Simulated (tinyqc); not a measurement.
Adding salt: a particle near a wafer in liquid: double-layer and van der Waals forces (DLVO), deposition barrier and removal. Computed by tinyqc, a small Python program. Command: `OMP_NUM_THREADS=1 python tinyqc.py 3110716 3110717 out.jsonl dlvo walk`. One thread of a shared host (Intel(R) Xeon(R) Processor @ 2.30GHz), about 0.01 s of CPU time with the checks.

Sphere and flat wall, Derjaguin approximation, constant potentials in the linear-superposition form, no retardation and no hydration force.

Inputs (values chosen for the exercise, of the order of those for alumina on silica in water): particle radius R = 74 nm; Hamaker constant A = 1e-20 J; potential of the particle psi_1 = -54 mV; potential of the wafer psi_2 = -43 mV; salt concentration c = 0.26 mol/L; valence z of the symmetric salt = 1; temperature T = 343 K; dielectric constant of the liquid = 63.7.

Constants: e = 1.602176634e-19 C; N_A = 6.02214076e+23 1/mol; eps_0 = 8.8541878128e-12 F/m; k_B = 1.380649e-23 J/K; k_B = 8.617333262e-05 eV/K.

Method:
- kappa^2 = 2 z^2 e^2 N_A (1000 c)/(eps eps_0 k_B T); gamma_i = tanh(z e psi_i/(4 k_B T)); Z = 64 pi eps eps_0 (k_B T/(z e))^2 gamma_1 gamma_2.
- The barrier height is zero when U = 0 and F = 0 together: kappa h = 1 and kappa = 6 Z/(e A), e = 2.718282 here; c follows from kappa^2, with the potentials held fixed.
- U(h) = Z R exp(-kappa h) - A R/(6 h); F(h) = -dU/dh = kappa Z R exp(-kappa h) - A R/(6 h^2), positive for repulsion.
- F = 0 reads x^2 exp(-x) = y with x = kappa h and y = A kappa/(6 Z); the left side peaks at x = 2 with 4/e^2 = 0.5413, so roots exist for smaller y: x < 2 is the barrier, x > 2 the secondary minimum.
- kappa scales as sqrt(c); potentials are held fixed. A dash marks rows without a maximum.

critical concentration = 0.916472 mol/L

kappa = 1.73482 1/nm

Z = 14.7561 pN

Against the concentration:
```
c (mol/L)  Debye length (nm)  barrier at (nm)  barrier (k_B T)  minimum at (nm)  minimum (k_B T)
9.16e-05              30.710           1.9216           203.04       3.1516e+02      -7.4584e-02
9.16e-04               9.711           1.1089           182.21       8.5507e+01      -2.6999e-01
9.16e-03               3.071           0.6553           146.53       2.2328e+01      -1.0060e+00
4.58e-02               1.373           0.4668           108.35       8.4078e+00      -2.5916e+00
1.83e-01               0.687           0.3627            64.20       3.4633e+00      -6.0281e+00
4.58e-01               0.434           0.3202            28.98       1.8381e+00      -1.0821e+01
8.25e-01               0.324           0.3074             4.46       1.1754e+00      -1.6057e+01
1.37e+00               0.251           0.3159           -16.91       7.5047e-01      -2.3091e+01
2.75e+00               0.177                -                -                -                -
```

What follows from these numbers?

At low salt the barrier tends to Z R = 231 k_B T; it is half of that between 0.0092 and 0.046 mol/L and changes sign at 0.92 mol/L, while the secondary minimum deepens to -16 k_B T at 0.9 of that.

Extremes, crossings and ranges named in words are read from the listed rows.
